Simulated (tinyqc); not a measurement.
Random telegraph noise from one oxide trap in a small MOSFET: effect of the depth of the trap from the channel interface.

An acceptor-like trap exchanges electrons with the channel. Inversion charge Q = Cox u, u = n Vt W0(exp((Vg - VT)/(n Vt))), W0 the Lambert function, n = nf, Cox = eps0 eox/tox; linear regime Id = (W/L) mu Q Vd. Relative to threshold the surface potential rises by Vt ln(u/u0) and the oxide voltage by the rest of Vg - VT, with u0 = n Vt W0(1).

N = Cox u/q; dpsi = Vt ln(u/u0); E = E0 - dpsi - (xt/tox)(Vg - VT - dpsi); capture time tc = 1/[(N/zi) vth s0 exp(-xt/lt - EB/Vt)]; emission time te = tc exp(-E/Vt); occupancy te/(tc + te). A = W L; threshold step dV = q (1 - xt/tox)/(Cox A); gm/Id = 1/(u + n Vt); relative step dI/I = (gm/Id) dV + asc mu/A. fc = (1/tc + 1/te)/(2 pi); rms = (dI/I) sqrt(tc te)/(tc + te).

Inputs (values chosen for the exercise); values of the order met in silicon transistors:
```
symbol,value,unit,meaning
T,300,K,temperature
eox,3.9,,relative permittivity of the gate insulator (close to silicon dioxide)
tox,2.4,nm,insulator thickness
E0,0.08,eV,trap level above the channel Fermi level at threshold
s0,9e-17,cm^2,capture prefactor
EB,0.48,eV,capture barrier (lattice relaxation)
lt,0.11,nm,tunnelling decay length
vth,1.1e7,cm/s,thermal velocity
zi,1.8,nm,thickness of the inversion layer
VT,0.23,V,threshold voltage
nf,1.09,,body factor
W,36,nm,gate width
L,130,nm,gate length
mu,310,cm^2/(V s),mobility
asc,0,V s,scattering coefficient of the charged trap
Vd,0.1,V,drain voltage
Vg,0.41,V,gate voltage
```

Constants: q = 1.602176634e-19 C, kB = 1.380649e-23 J/K, Vt = kB T/q, eps0 = 8.8541878128e-14 F/cm where lengths are in cm. Results are converted to the units shown.

Result of one run:

| E (eV) | tc (s) | te (s) | occupancy | dI/I (%) | fc (Hz) | rms dI/I (%) |
|---|---|---|---|---|---|---|
| -0.04388 | 2811 | 1.535e4 | 0.8452 | 0.6533 | 6.698e-5 | 0.2363 |

Which depth of the trap from the channel interface xt gave this result: 0.12, 0.36, 0.6, 1.32 or 1.56 nm?

xt = 1.32 nm.

The whole series:

| xt (nm) | E (eV) | tc (s) | te (s) | occupancy | dI/I (%) | fc (Hz) | rms dI/I (%) |
|---|---|---|---|---|---|---|---|
| 0.12 | 0.01847 | 0.05142 | 0.02517 | 0.3287 | 1.379 | 9.417 | 0.6479 |
| 0.36 | 0.005996 | 0.4557 | 0.3614 | 0.4423 | 1.234 | 0.7896 | 0.6129 |
| 0.6 | -0.006474 | 4.039 | 5.188 | 0.5623 | 1.089 | 0.07008 | 0.5402 |
| 0.84 | -0.01894 | 35.80 | 74.49 | 0.6754 | 0.9437 | 0.006583 | 0.4419 |
| 1.08 | -0.03141 | 317.2 | 1069 | 0.7712 | 0.7985 | 6.505e-4 | 0.3354 |
| 1.32 | -0.04388 | 2811 | 1.535e4 | 0.8452 | 0.6533 | 6.698e-5 | 0.2363 |
| 1.56 | -0.05635 | 2.492e4 | 2.204e5 | 0.8984 | 0.5082 | 7.110e-6 | 0.1535 |

As xt goes from 0.12 to 1.56, tc rises from 0.0514 to 24900 s, te rises from 0.0252 to 2.20e5 s and dI/I falls from 1.38 to 0.508 %. tc grows a decade every lt ln 10 = 0.253 nm of depth; traps spread evenly in depth therefore give corner frequencies spread evenly on a log scale, whose sum is 1/f noise if the traps contribute equal variances.

Range of the model: VT is taken as given; short-channel effects and the uneven flow of current among few electrons are left out.

Program tinyqc, `OMP_NUM_THREADS=1 python tinyqc.py 2710108 2710109 out.jsonl`; Intel Xeon 2.30GHz, shared host, one thread, about 0.01 s.
